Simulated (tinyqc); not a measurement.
Five-level k.p model folded onto the conduction band: one step. Mass and g factor term by term. Three cases, with inputs chosen for the exercise.

Question. Evaluate at E = Eg.

Second-order sums for the lowest conduction level at E: 1/m = 1 + Cm + (Ep/3)(2/E + 1/(E + Dso)) - (Ep2/3)(2/(E7 + D2 - E) + 1/(E7 - E)); g/2 = 1 + Cg - (Ep/3)(1/E - 1/(E + Dso)) - (Ep2/3)(1/(E7 - E) - 1/(E7 + D2 - E)). E is counted from the top of the valence band; E = Eg at the edge.

Give: Terms; m; g.

Case 1.

Values chosen (near those of InP; the results hold for these values, not for the real material):
- Eg = 1.399 eV (gap at Gamma to the s-like level)
- Dso = 0.11 eV (spin-orbit splitting)
- Ep = 20.3 eV (Kane energy)
- E7 = 4.58 eV (upper Gamma7 conduction level, from the valence top)
- D2 = 0.07 eV (its spin-orbit splitting, Gamma8 above Gamma7)
- Ep2 = 5.3 eV (Kane energy to the upper levels)
- Cm = -1.5 (remote term in 1/m)
- Cg = -0.02 (remote term in g/2)

Answer.

Terms:
```
level           part of 1/m  part of g
free + remote       -0.5000     1.9600
Gamma8 valence       9.6736    -9.6736
Gamma7 valence       4.4842     8.9684
Gamma8 upper        -1.0868     1.0868
Gamma7 upper        -0.5554    -1.1108
```

m = 0.0832 m0
g = 1.231

The valence levels give 14.16 to 1/m and the upper levels take 1.64 away. In g the two valence terms nearly cancel when Dso is small against Eg; here Dso/Eg = 0.08 and they leave -0.705, the upper pair -0.024.

Case 2.

Values chosen (near those of InAs; the results hold for these values, not for the real material):
- Eg = 0.415 eV (gap at Gamma to the s-like level)
- Dso = 0.388 eV (spin-orbit splitting)
- Ep = 21.8 eV (Kane energy)
- E7 = 4.45 eV (upper Gamma7 conduction level, from the valence top)
- D2 = 0.18 eV (its spin-orbit splitting, Gamma8 above Gamma7)
- Ep2 = 5.5 eV (Kane energy to the upper levels)
- Cm = 0 (remote term in 1/m)
- Cg = -0.02 (remote term in g/2)

Answer.

Terms:
```
level           part of 1/m  part of g
free + remote        1.0000     1.9600
Gamma8 valence      35.0201   -35.0201
Gamma7 valence       9.0494    18.0988
Gamma8 upper        -0.8699     0.8699
Gamma7 upper        -0.4544    -0.9087
```

m = 0.0229 m0
g = -15.000

The valence levels give 44.07 to 1/m and the upper levels take 1.32 away. In g the two valence terms nearly cancel when Dso is small against Eg; here Dso/Eg = 0.93 and they leave -16.921, the upper pair -0.039.

Case 3.

Values chosen (near those of CdTe; the results hold for these values, not for the real material):
- Eg = 1.604 eV (gap at Gamma to the s-like level)
- Dso = 0.87 eV (spin-orbit splitting)
- Ep = 18.6 eV (Kane energy)
- E7 = 5.23 eV (upper Gamma7 conduction level, from the valence top)
- D2 = 0.31 eV (its spin-orbit splitting, Gamma8 above Gamma7)
- Ep2 = 1.1 eV (Kane energy to the upper levels)
- Cm = -0.8 (remote term in 1/m)
- Cg = -0.02 (remote term in g/2)

Answer.

Terms:
```
level           part of 1/m  part of g
free + remote        0.2000     1.9600
Gamma8 valence       7.7307    -7.7307
Gamma7 valence       2.5061     5.0121
Gamma8 upper        -0.1863     0.1863
Gamma7 upper        -0.1011    -0.2022
```

m = 0.0985 m0
g = -0.774

The valence levels give 10.24 to 1/m and the upper levels take 0.29 away. In g the two valence terms nearly cancel when Dso is small against Eg; here Dso/Eg = 0.54 and they leave -2.719, the upper pair -0.016.

Computed by tinyqc, one run a case: `OMP_NUM_THREADS=1 python tinyqc.py N N+1 out.jsonl` with N = 1081428, 1081536, 1081594; one thread of a shared Intel(R) Xeon(R) Processor @ 2.30GHz, about 0.01 s a run at most.
